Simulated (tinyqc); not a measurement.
Carrier lifetime from Shockley-Read-Hall, radiative, Auger and surface recombination: one step, computed by the program tinyqc. Command: `OMP_NUM_THREADS=1 python tinyqc.py 3013885 3013886 out.jsonl lifetime walk`. One thread of a shared host (Intel(R) Xeon(R) Processor @ 2.30GHz), about 0.02 s of CPU time with the checks.

Energies are counted from the top of the valence band. Boltzmann statistics, full ionisation, and equal excess densities of electrons and holes.

Problem. Lifetimes at the given injection. With n = n_0 + dn, p = p_0 + dn and U/dn = 1/tau: (n p - n_i^2)/dn = n_0 + p_0 + dn = s; 1/tau_SRH = s/[tau_p0 (n + n1) + tau_n0 (p + p1)]; 1/tau_rad = B s; 1/tau_Aug = (C_n n + C_p p) s; the rates add, with 1/tau_s. Radiative efficiency = tau_eff/tau_rad; effective diffusion length = sqrt(D tau_eff).

Inputs (values chosen for the exercise, for a model semiconductor):
```
quantity                   value    unit
temperature T                250       K
radiative coefficient B  8.2e-11  cm^3/s
Auger coefficient C_n    4.5e-30  cm^6/s
Auger coefficient C_p    3.6e-30  cm^6/s
excess density dn        6.5e+13   cm^-3
diffusion coefficient D      3.5  cm^2/s
```

Doping: n-type. Surface term: two equal surfaces.

n_0 = 1.00e+16 cm^-3

p_0 = 2.464682e-05 cm^-3

tau_p0 = 5.211820e-06 s

n1 = 1.508058e+08 cm^-3

tau_n0 = 1.687583e-07 s

p1 = 1634.342 cm^-3

tau_s = 9.010605e-08 s

Give: tau_SRH at dn; tau_rad at dn; tau_Aug at dn; effective lifetime at dn; radiative efficiency at dn; effective diffusion length at dn.

Solution.

tau_SRH at dn = 5.213e-06 s

tau_rad at dn = 1.212e-06 s

tau_Aug at dn = 0.002182 s

effective lifetime at dn = 8.254e-08 s

radiative efficiency at dn = 0.06812

effective diffusion length at dn = 5.375 micrometre
